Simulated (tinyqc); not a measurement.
From results to parameters: Luttinger model of the valence bands. Computed by the program tinyqc.

Problem. In the four-band Luttinger model 1/m = g1 -/+ 2 g2 along [100] and g1 -/+ 2 g3 along [111]. Find g1, g2, g3 and the light hole mass along [111].

heavy and light hole masses along [100] (electron masses): 0.225734  0.055340
heavy hole mass along [111] = 0.325733 electron masses

Solution. The mean of the two inverse masses along [100] is g1 and a quarter of their difference is g2; g3 = (g1 - 1/m_hh[111])/2.

g1, g2, g3: 11.2500  3.4100  4.0900
light hole mass along [111] = 0.051 electron masses
